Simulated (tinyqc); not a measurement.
Inside a calculation: optical transitions of a finite quantum well. Values are carried at full precision from step to step, so a last printed digit may differ when a step is redone from the rounded ones.

Each carrier sees a square well of width L with its own depth V and masses m (inside), mb (outside); c = hbar^2/2m0, k = sqrt(m E/c), kappa = sqrt(mb (V - E)/c), and level n solves k L + 2 atan[(k/m)/(kappa/mb)] = n pi. The envelope is cos(kz) for odd n and sin(kz) for even n inside, joins exp(-kappa (|z| - L/2)) outside, and is normalised to 1. Excitons and band mixing are left out.

Constants: hbar^2/2m0 = 3.80998211 eV angstrom^2; hc = 1239.841984 eV nm; fine-structure constant alpha = 0.007297352564.

Inputs chosen for the exercise (near those of a GaAs well in AlGaAs; not measured data):
- L = 153 angstrom (well width)
- Eg = 1.531 eV (gap of the well)
- Vc = 0.227 eV (conduction offset)
- Vv = 0.123 eV (valence offset)
- me = 0.0658 m0 (electron, well)
- meb = 0.0902 m0 (electron, barrier)
- mh = 0.342 m0 (heavy hole along z, well)
- mhb = 0.392 m0 (heavy hole, barrier)
- ml = 0.0928 m0 (light hole along z, well)
- mlb = 0.1102 m0 (light hole, barrier)
- Ns = 0.39 x 1e12/cm^2 (electrons in e1)
- n_r = 3.31 (refractive index)
- G = 3 meV (half width of the line)

## Confinement energies

Up to three levels for each carrier.

Levels:
```
level  E (eV)  k (1/angstrom)  kappa (1/angstrom)
e1     0.0157         0.01649             0.07072
e2     0.0626         0.03289             0.06238
e3     0.1385         0.04890             0.04578
hh1    0.0037         0.01811             0.11081
hh2    0.0146         0.03618             0.10562
hh3    0.0326         0.05413             0.09642
lh1    0.0109         0.01626             0.05695
lh2    0.0428         0.03228             0.04817
lh3    0.0923         0.04742             0.02978
```

## Interband transitions

From e1 and e2 to each hole level: E = Eg + E_e + E_h, wavelength hc/E, squared overlap of the envelopes, and the strength |<S|p|v>|^2 in units of P^2 at the subband edge: overlap^2 times 1/2 (hh) or 1/6 (lh) for light polarised in the plane (TE), times 0 (hh) or 2/3 (lh) along z (TM).

Transitions:
```
pair    E (eV)  wavelength (nm)  overlap^2      TE      TM
e1-hh1  1.5504            799.7     0.9921  0.4961  0.0000
e1-lh1  1.5576            796.0     0.9994  0.1666  0.6662
e1-hh2  1.5613            794.1     0.0000  0.0000  0.0000
e1-hh3  1.5794            785.0     0.0043  0.0021  0.0000
e1-lh2  1.5895            780.0     0.0000  0.0000  0.0000
e2-hh1  1.5973            776.2     0.0000  0.0000  0.0000
e2-lh1  1.6045            772.7     0.0000  0.0000  0.0000
e2-hh2  1.6082            770.9     0.9728  0.4864  0.0000
e2-hh3  1.6263            762.4     0.0000  0.0000  0.0000
e2-lh2  1.6364            757.7     0.9964  0.1661  0.6643
e1-lh3  1.6391            756.4     0.0003  0.0001  0.0002
e2-lh3  1.6860            735.4     0.0000  0.0000  0.0000
```

The edge is e1-hh1 at 800 nm. Pairs of opposite parity vanish exactly; e1-hh3 is allowed by parity and reaches 0.0043, only because the two envelopes leak differently into the barriers.

## Intersubband transitions from e1

z_1j = <1|z|j>; 1/m1 = <1|1/m|1>; f_1j = (m1/c)(E_j - E_1) z_1j^2, which sums to 1 over all bound and continuum states.

Transitions:
```
pair  E (meV)  wavelength (micrometre)  |z| (angstrom)       f
1-2      46.9                    26.45           34.52  0.9685
1-3     122.7                    10.10            0.00  0.0000
1-4     210.0                     5.90            2.01  0.0148
```

m1 = 0.0660 m0
sum of f over bound states = 0.9833

The continuum carries the remaining 0.0167. With hard walls z_12 = 16 L/(9 pi^2) = 27.56 angstrom and f_12 = 256/(27 pi^2) = 0.9607.

## Absorption of one well

For light polarised along z (a real waveguide or Brewster geometry adds an angle factor), with all electrons in e1 and none in e2, the peak fractional absorption is 4 pi alpha Ns c f_12/(n_r m1 G) and the area under the Lorentzian line is pi G times that, c = hbar^2/2m0; 1e12/cm^2 = 1e-4/angstrom^2. EF - E1 = 2 pi c Ns/m1 at zero temperature.

peak absorption = 2.012 %
area = 18.97 % meV
EF - E1 = 14.1 meV

EF lies below e2, as assumed.

## Checks

- Sum of f over all levels of a difference grid (60 cells across the well) against 1: 0.999 against 1.000.
- The strength f_12 on that grid against the matched envelopes: 0.968 against 0.969.

tinyqc: `OMP_NUM_THREADS=1 python tinyqc.py 1281723 1281724 out.jsonl`; about 0.1 s, one thread, shared Intel(R) Xeon(R) Processor @ 2.30GHz.
